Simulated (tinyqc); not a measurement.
Worked calculation: free-carrier optics of a doped semiconductor (Drude model with one polar phonon). Values are carried at full precision from step to step, so a last printed digit may differ when a step is redone from the rounded ones.

eps(E) = ei [1 - Ep^2/(E^2 + i E Gam)] + (es - ei) wT^2/(wT^2 - E^2 - i E gT), with Ep^2 = 8 pi c (e^2/(4 pi eps0)) N/(m ei), c = hbar^2/2m0, N in 1/angstrom^3 (1e-24 per 1/cm^3); Gam = hbar/tau, tau = mu m m0/e with m0/e = 5.685630e-12 kg/C and mu in m^2/(V s). Energies in meV.

Constants: hbar^2/2m0 = 3.80998211 eV angstrom^2; e^2/(4 pi eps0) = 14.39964547 eV angstrom; hbar = 6.58211957e-16 eV s; hbar c = 1973.269805 eV angstrom.

Values chosen for the exercise (mass and dielectric values near those of InP; N and mu are free inputs; interband absorption and the rise of the mass with filling are left out; shifted at random, so the results belong to these values and not to a real crystal): N = 7.1e+17 1/cm^3 (carrier density); m = 0.0777 m0 (conductivity mass); mu = 5400 cm^2/(V s) (mobility); ei = 9.34 (high-frequency dielectric constant); wT = 38.3 meV (TO phonon); es = 12.16 (static dielectric constant); gT = 0.2 meV (phonon damping); E = 64.3 meV (photon energy).

## Plasma energy and damping

Evaluate Ep, tau, Gam, the plasma wavelength hc/Ep (hc = 1239.841984 eV nm) and the dc resistivity 1/(e N mu), e = 1.602176634e-19 C.

Ep = 36.73 meV
tau = 238.56 fs
Gam = 2.76 meV
plasma wavelength = 33.76 micrometre
rho = 0.00163 ohm cm

Ep/Gam = 13.31: the plasma edge is sharp.

## Dielectric function at one energy

Insert the numbers.

free-carrier term = -3.0418+0.1305i
eps = 4.7475+0.1380i

## Optical constants

n + i k = sqrt(eps1 + i eps2) with k >= 0; R = ((n - 1)^2 + k^2)/((n + 1)^2 + k^2) at normal incidence from vacuum; alpha = 2 E k/(hbar c), times 1e8 for 1/cm; loss function Im(-1/eps) = eps2/(eps1^2 + eps2^2).

Convert eps at the photon energy E (in meV) into the optical constants.

n = 2.1791
k = 0.0317
R = 0.1376
alpha = 206 1/cm

Light of this energy penetrates 1/alpha = 48.5 micrometre.

## Coupled plasmon-phonon modes

Without damping eps = 0 gives E^4 - (wL^2 + Ep^2) E^2 + Ep^2 wT^2 = 0 with wL = wT sqrt(es/ei) (Lyddane-Sachs-Teller).

wL = 43.70 meV

L-, L+ (meV): 28.41  49.51

L+ lies 5.81 meV above the larger of wL and Ep; L- lies below wT by 9.89 meV.

## Checks

- Integral of E eps2 of the free-carrier term against (pi/2) ei Ep^2 (meV^2): both 19791.

tinyqc: `OMP_NUM_THREADS=1 python tinyqc.py 1681812 1681813 out.jsonl`; about 0.01 s, one thread, shared Intel(R) Xeon(R) Processor @ 2.30GHz.
